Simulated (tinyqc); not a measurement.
Rate against temperature: collinear exchange A + BC -> AB + C on a London-Eyring-Polanyi-Sato surface: saddle, string of images and rate. Computed by tinyqc, a small Python program. Command: `OMP_NUM_THREADS=1 python tinyqc.py 3111765 3111766 out.jsonl leps walk`. One thread of a shared host (Intel(R) Xeon(R) Processor @ 2.30GHz), about 0.05 s of CPU time with the checks.

x = r(AB), y = r(BC), r(AC) = x + y. V is counted from separated atoms, the barrier from A + BC, that is V + D(BC).

Inputs (values chosen for the exercise, bond data loosely for abstraction of hydrogen from a Si-H bond by a hydrogen atom; the barrier is not fitted): D(AB) = 4.69 eV; r0(AB) = 0.742 angstrom; beta(AB) = 1.94 1/angstrom; D(BC) = 4.04 eV; r0(BC) = 1.48 angstrom; beta(BC) = 1.52 1/angstrom; D(AC) = 3.93 eV; r0(AC) = 1.48 angstrom; beta(AC) = 1.52 1/angstrom; Sato parameter S = 0.11; mass of A = 1.008 u; mass of B = 1.008 u; mass of C = 28.09 u; temperature T = 1200 K; step of the string = 0.01 angstrom^2/eV.

Constants: nu for 1 eV/(angstrom^2 u) = 15.6333042 THz; h x 1 THz = 4.135667696 meV; k_B = 1.380649e-23 J/K; u = 1.6605390666e-27 kg; k_B = 8.617333262e-05 eV/K.

Method:
- For each pair, with u = exp(-beta (r - r0)): Q = D [(3 + S) u^2 - (2 + 6 S) u]/(4 (1 + S)), J = D [(1 + 3 S) u^2 - (6 + 2 S) u]/(4 (1 + S)); V = Q1 + Q2 + Q3 - sqrt(((J1 - J2)^2 + (J2 - J3)^2 + (J3 - J1)^2)/2).
- String of 9 images between the fixed ends (r0(AB) + 2, r0(BC)) and (r0(AB), r0(BC) + 2), started on the two straight legs through (r0(AB) + 0.3, r0(BC) + 0.3): each iteration moves the inner images by -step x gradient (central differences) and spaces them evenly again along the broken line (coordinates are kept between 0.2 and 8 angstrom); stop when no coordinate changes by more than 1e-5 angstrom, at most 400 iterations.
- From the highest inner image, z -> z - H^-1 g with gradient g and Hessian H by central differences, steps capped at 0.15 angstrom, 12 steps.
- Wilson matrix G = [[1/m_A + 1/m_B, -1/m_B], [-1/m_B, 1/m_B + 1/m_C]]; eigenvalues lambda of G H give nu = 15.6333042 THz x sqrt(|lambda|), the negative one being imaginary. Reactant: nu_BC from k = 2 D beta^2 and 1/m_B + 1/m_C. Skew angle: cos = sqrt(m_A m_C/((m_A + m_B)(m_B + m_C))).
- One-dimensional rate constant without tunnelling, k = sqrt(k_B T/(2 pi mu)) [sinh(h nu_BC/(2 k_B T))/sinh(h nu_s/(2 k_B T))] exp(-barrier/(k_B T)) with mu = m_A (m_B + m_C)/(m_A + m_B + m_C); Wigner factor 1 + (h nu_i/(k_B T))^2/24; adiabatic barrier = barrier + h (nu_s - nu_BC)/2.

nu_BC = 68.4740 THz

real frequency at the saddle = 32.6965 THz

barrier = 0.400113 eV

imaginary frequency = 58.8512 THz

adiabatic barrier = 0.326131 eV

Rates; the last column is k_B T^2 d ln k/dT:
```
T (K)    k (cm/s)  Wigner factor  activation energy (eV)
300    2.1312e-01         4.6932                 0.33978
400    5.8481e+00         3.0774                 0.34602
550    9.3962e+01         2.0988                 0.35738
750    7.3157e+02         1.5909                 0.37390
1000   3.2189e+03         1.3324                 0.39378
1400   1.2394e+04         1.1696                 0.42191
2000   3.6856e+04         1.0831                 0.45790
```

The activation energy goes from 0.340 eV at 300 K, near the adiabatic barrier plus k_B T/2 (0.339), to 0.458 eV at 2000 K; the classical limit is the barrier plus k_B T/2 (0.486).

Extremes, crossings and ranges named in words are read from the listed rows.
